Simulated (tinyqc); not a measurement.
Stress from a rosette of three resistors.

Problem. In the (001) plane dR/R(0) = p11 sxx + p12 syy, dR/R(90) = p12 sxx + p11 syy and dR/R(45) = (p11 + p12)(sxx + syy)/2 + p44 sxy. Find the three stresses.

Inputs (values chosen for the exercise): piezoresistive coefficient p11 = -107 x 1e-11/Pa; piezoresistive coefficient p12 = 56.8 x 1e-11/Pa; piezoresistive coefficient p44 = -13 x 1e-11/Pa.

dR/R at 0, 45 and 90 degrees (%): -21.604400  0.7257  22.457800

Solution. The first and third give sxx and syy; the 45-degree value less their mean is p44 sxy.

sxx = 126.0 MPa
syy = -143.0 MPa
sxy = -23.00 MPa

Program tinyqc, `OMP_NUM_THREADS=1 python tinyqc.py 2530074 2530075 out.jsonl`; Intel Xeon 2.30GHz, shared host, one thread, about 0.01 s.
